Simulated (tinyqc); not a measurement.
Crystal pulling from the melt: segregation, interface stability, heat balance and point-defect regime: one step, computed by the program tinyqc.

A dilute solute; steady pulling with a flat interface unless it is found unstable.

Task: Boundary layer and effective coefficient. delta = 1.61 D^(1/3) nu^(1/6) omega^(-1/2), omega = 2 pi rpm/60; k_eff = k0/[k0 + (1 - k0) exp(-V delta/D)] (Burton, Prim and Slichter); the melt at the interface is enriched by k_eff/k0.

Inputs (values chosen for the exercise, modelled on germanium in silicon):
```
quantity                      value    unit
equilibrium coefficient k0     0.33       -
diffusivity in the melt D   0.00013  cm^2/s
kinematic viscosity nu       0.0034  cm^2/s
crystal rotation                 30     rpm
pull rate V                    0.55  mm/min
```

Give: boundary layer delta; V delta/D; k_eff; enrichment at the interface.

Result:

boundary layer delta = 178.4 micrometre

V delta/D = 0.1258

k_eff = 0.3584

enrichment at the interface = 1.086

k_eff has moved 4.2 % of the way from k0 to 1. A 10 % ripple of V gives striations of 0.81 % in C_s, since d ln k_eff/d ln V = (1 - k_eff) V delta/D.
